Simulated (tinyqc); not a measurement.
Length of a molecular wire: coherent transport through a tight-binding bridge. Computed by the program tinyqc. T = Gamma_L Gamma_R |G_1n|^2 with the self-energies of semi-infinite chains.

A uniform bridge between two chains:

| parameter | value |
|---|---|
| site energy (eV) | 4.410000 |
| hopping in the bridge (eV) | 1.460000 |
| lead hopping (eV) | 2.050000 |
| couplings (eV) | 0.59, 0.51 |
| E (eV) | -0.220000 |

Transmission against length:

| sites | T | ln T |
|---|---|---|
| 2 | 4.9384e-04 | -7.613 |
| 3 | 6.2067e-05 | -9.687 |
| 4 | 7.8231e-06 | -11.758 |
| 5 | 9.8639e-07 | -13.829 |
| 6 | 1.2438e-07 | -15.900 |
| 7 | 1.5683e-08 | -17.971 |
| 8 | 1.9775e-09 | -20.041 |
| 9 | 2.4935e-10 | -22.112 |
| 10 | 3.1442e-11 | -24.183 |

What does the comparison show, and why?

E lies outside the band of the bridge (|E - e|/2h = 1.586 > 1), so T decays as exp(-beta n) with beta = 2 arccosh(1.586) = 2.0707 a site; the last two rows give 2.0707.
